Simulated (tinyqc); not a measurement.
Inside a calculation. Model: space-charge-limited current with shallow traps.

Program tinyqc, `OMP_NUM_THREADS=1 python tinyqc.py 2370036 2370037 out.jsonl`; Intel Xeon 2.30GHz, shared host, one thread, about 0.01 s. Printed values are rounded.

One carrier type, drift only, an injecting contact at x = 0 (zero field) and thickness L. The share th = y/(1 + y), y = (Nc/Nt) exp(-Et/kB T), of the injected charge is free: J = q mu n F, eps0 eps_r dF/dx = q (n - n0)/th.

Parameters, values chosen for the exercise:
- T = 300 K (temperature)
- eps_r = 15.7 (relative permittivity)
- mu = 0.0027 cm^2/(V s) (mobility)
- L = 1000 nm (thickness)
- Nc = 4.2e20 cm^-3 (band density of states)
- Nt = 1.4e17 cm^-3 (trap density)
- Et = 0.51 eV (trap depth)
- n0 = 2.7e10 cm^-3 (free carrier density in equilibrium)
- V = 12 V (voltage)

Constants: q = 1.602176634e-19 C, kB = 1.380649e-23 J/K, Vt = kB T/q, eps0 = 8.8541878128e-14 F/cm where lengths are in cm. Results are converted to the units shown.

Range of the model: Diffusion and a field-dependent mobility are left out. With injecting contacts the diffusion current, about 4 pi^2 Vt th eps0 eps_r mu V/L^3, equals the Mott-Gurney current at V = 35 kB T/q (0.9 V at 300 K), so the drift-only result needs V well above that.

## Limits and characteristic voltages

Ohmic J = q n0 mu V/L; Mott-Gurney J = (9/8) th eps0 eps_r mu V^2/L^3; they cross at Vx = 8 q n0 L^2/(9 th eps0 eps_r); traps fill at V_TFL = q Nt L^2/(2 eps0 eps_r).

th = 8.11886e-6
ohmic J = 1.40158e-6 A/cm^2
Mott-Gurney J = 4.93653e-6 A/cm^2
Vx = 3.40705 V
V_TFL = 80.6789 V

## The exact current

Exact: with u = n0/n(L), w = -u - ln(1 - u) and v = -u - u^2/2 - ln(1 - u), V = (q n0 L^2/(th eps0 eps_r)) v/w^2 and J = q^2 n0^2 mu L/(th eps0 eps_r w). v/w^2 falls steadily with u, so u follows by bisection.

v/w^2 = 3.13076
u = 0.337939
w = 0.0744585
J = 6.01249e-6 A/cm^2
exit field over V/L = 1.44968

J is 5.1 % below the plain sum of the two limits; the exit field lies between the ohmic 1 and the Mott-Gurney 1.5.
